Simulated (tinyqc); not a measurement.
The coupled modes against doping: free-carrier optics of a doped semiconductor (Drude model with one polar phonon).

eps(E) = ei [1 - Ep^2/(E^2 + i E Gam)] + (es - ei) wT^2/(wT^2 - E^2 - i E gT), with Ep^2 = 8 pi c (e^2/(4 pi eps0)) N/(m ei), c = hbar^2/2m0, N in 1/angstrom^3 (1e-24 per 1/cm^3); Gam = hbar/tau, tau = mu m m0/e with m0/e = 5.685630e-12 kg/C and mu in m^2/(V s). Energies in meV.

Constants: hbar^2/2m0 = 3.80998211 eV angstrom^2; e^2/(4 pi eps0) = 14.39964547 eV angstrom.

Values chosen for the exercise (mass and dielectric values near those of InAs; N and mu are free inputs; interband absorption and the rise of the mass with filling are left out; shifted at random, so the results belong to these values and not to a real crystal):
- m = 0.0261 m0 (conductivity mass)
- ei = 12.44 (high-frequency dielectric constant)
- wT = 26.5 meV (TO phonon)
- es = 15.08 (static dielectric constant)

L-, L+ solve E^4 - (wL^2 + Ep^2) E^2 + Ep^2 wT^2 = 0, wL = wT sqrt(es/ei); damping left out; energies in meV.

Modes:

| N (1/cm^3) | Ep | L- | L+ | Ep sqrt(ei/es) |
|---|---|---|---|---|
| 6.0e+15 | 5.05 | 4.57 | 29.25 | 4.58 |
| 2.0e+16 | 9.22 | 8.29 | 29.45 | 8.37 |
| 6.0e+16 | 15.96 | 14.03 | 30.15 | 14.50 |
| 1.0e+17 | 20.61 | 17.55 | 31.11 | 18.72 |
| 2.0e+17 | 29.14 | 22.24 | 34.73 | 26.47 |
| 4.0e+17 | 41.22 | 24.84 | 43.96 | 37.43 |
| 8.0e+17 | 58.29 | 25.81 | 59.86 | 52.94 |
| 6.0e+18 | 159.63 | 26.42 | 160.10 | 144.98 |

Give the missing row, N (1/cm^3) = 2.0e+18.

Computed row:
```
N (1/cm^3)     Ep     L-     L+  Ep sqrt(ei/es)
2.0e+18     92.16  26.25  93.04           83.70
```

wL = 29.18 meV

At low density L- follows Ep sqrt(ei/es) (4.57 against 4.58), a plasmon screened by the lattice, and L+ starts at wL. At the highest density L- has come within 0.08 meV of wT, since the carriers screen the field that lifts wL, and L+ is within 0.48 meV of Ep. The branches are closest, 12.49 meV, at 2e+17 1/cm^3 of those listed. The mass is held fixed, while in a real band it rises with filling.

(tinyqc, `OMP_NUM_THREADS=1 python tinyqc.py 1652234 1652235 out.jsonl`, Intel(R) Xeon(R) Processor @ 2.30GHz, 1 thread, shared host, about 0.01 s.)
